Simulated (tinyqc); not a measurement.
Front-illuminated p-i-n photodiode, quantum efficiency and bandwidth: one step of the calculation.

Light enters through a p layer (0 to xp), a depleted layer (xp to xp + wi) and a thick n substrate, decaying as exp(-al x); one pass, no back reflection. Carriers made in the depleted layer are all collected; those in the neutral layers diffuse.

Task. Response at one frequency. Drift response for pairs made in the depleted layer, a = al wi, g = 1 - exp(-a), u = 2 pi i f, te = wi/ve, th = wi/vh: electrons He = [g - a (exp(-a) - exp(-u te))/(u te - a)]/(u te g), holes Hh = [g - a (1 - exp(-a - u th))/(a + u th)]/(u th g); C = eps0 eps_r pi (dia/2)^2/wi + Cp; total |He + Hh|/sqrt(1 + (2 pi f RL C)^2), for the current of the depleted layer alone.

Inputs (values chosen for the exercise); values close to those of In0.53Ga0.47As at this wavelength:

| symbol | value | unit | meaning |
|---|---|---|---|
| al | 7260 | 1/cm | absorption coefficient |
| eps_r | 13.7 |  | relative permittivity |
| wi | 0.54 | um | thickness of the depleted layer |
| ve | 7.09e6 | cm/s | electron drift velocity |
| vh | 4.91e6 | cm/s | hole drift velocity |
| dia | 18 | um | diameter |
| RL | 50 | ohm | load resistance |
| Cp | 20 | fF | parasitic capacitance |
| f | 50 | GHz | modulation frequency |

Constants: eps0 = 8.8541878128e-14 F/cm where lengths are in cm. Results are converted to the units shown.

Wanted: te; th; He; Hh; |He + Hh|; C; total response.

Result.

te = 7.616 ps
th = 11.00 ps
He = 0.3125-0.3254i
Hh = 0.1666-0.2916i
|He + Hh| = 0.7812
C = 77.16 fF
total response = 0.4971

The drift response alone falls to 1/sqrt(2) at 59.4 GHz and the RC term alone at 41.3 GHz; together they give 32.5 GHz for this part of the current; the diffusion currents, left out, respond on their own time scales.

Computed by the program tinyqc: `OMP_NUM_THREADS=1 python tinyqc.py 2250106 2250107 out.jsonl`, one thread of a shared Intel Xeon 2.30GHz, about 0.01 s for the whole run.
